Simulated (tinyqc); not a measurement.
Drift velocity with scattering: Wannier-Stark ladder of a miniband.

Constants: hbar = 6.58211957e-16 eV s.

Inputs chosen for the exercise (out of a larger set: near those of an InGaAs/InAlAs superlattice; not measured data): W = 32 meV (miniband width); d = 91 angstrom (period); G = 8 meV (hbar/tau).

Esaki-Tsu: v = v0 y/(1 + y^2), y = e F d/G, v0 = W d/(2 hbar), at zero temperature; 1 angstrom/s = 1e-8 cm/s, 1 kV/cm = 0.01 meV/angstrom. The last column is dv/dF in cm^2/(V s).

Results:
```
y    F (kV/cm)  v (1e6 cm/s)  dv/dF
0.1       0.88          2.19   2442
0.3       2.64          6.09   1927
0.6       5.27          9.76    871
1.0       8.79         11.06      0
1.5      13.19         10.21   -298
4.0      35.16          5.20   -131
```

Give the missing row, y = 2.5.

Computed row:
```
y    F (kV/cm)  v (1e6 cm/s)  dv/dF
2.5      21.98          7.63   -251
```

v0 = 22.12 x 1e6 cm/s
field at y = 1 = 8.79 kV/cm

The velocity peaks at v0/2 = 11.06 x 1e6 cm/s at 8.79 kV/cm and then falls: negative differential velocity, steepest at y = sqrt3 with -v0/(8 Fc) = -315 cm^2/(V s). The low-field mobility is v0/Fc = 2516 cm^2/(V s). At the peak the swing is W/G = 4.0 periods, too few for the semiclassical picture to be safe.

tinyqc: `OMP_NUM_THREADS=1 python tinyqc.py 1252249 1252250 out.jsonl`; about 0.01 s, one thread, shared Intel(R) Xeon(R) Processor @ 2.30GHz.
